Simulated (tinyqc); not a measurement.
RHF in the cc-pvdz basis, for He, spin multiplicity 1, step by step. One step of it, computed by the program tinyqc.

Problem. Iteration 2: DIIS coefficients. Solve [B -1; -1 0][c; lambda] = [0; -1] for the coefficients, which sum to one.

B (overlaps of the stored error matrices):
```
               1              2
1  9.0996510e-01  7.6330997e-02
2  7.6330997e-02  6.4029062e-03
```

Give: DIIS coefficients.

Solution.

DIIS coefficients: -0.092  1.092
